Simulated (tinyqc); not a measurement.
Strain-driven roughening and islands of a mismatched epitaxial film: one step, computed by the program tinyqc. Command: `OMP_NUM_THREADS=1 python tinyqc.py 3005535 3005536 out.jsonl island walk`. One thread of a shared host (Intel(R) Xeon(R) Processor @ 2.30GHz), about 0.01 s of CPU time with the checks.

Film and substrate share isotropic elastic constants; the film is coherent and biaxially strained.

Question. Wetting layer. The surface energy depends on thickness as gamma + (gamma_s - gamma) exp(-h/delta). Its curvature adds W2 = (gamma_s - gamma) exp(-h/delta)/delta^2 to the restoring terms; the flat film is stable while W2 > (1 + nu)^2 w^2/gamma, which gives h_c = delta ln[(gamma_s - gamma) gamma/(delta^2 (1 + nu)^2 w^2)], or 0 if negative.

Inputs (values chosen for the exercise, modelled on Si(0.5)Ge(0.5) on Si): Poisson ratio nu = 0.24; surface energy gamma = 1.17 J/m^2; wetting energy gamma_s - gamma = 0.29 J/m^2; decay length of wetting delta = 0.48 nm.

energy density w = 81.45038 MJ/m^3

Give: wetting-layer thickness h_c.

Answer.

wetting-layer thickness h_c = 2.387 nm

Layer-by-layer growth up to h_c, then roughening: the Stranski-Krastanov mode.
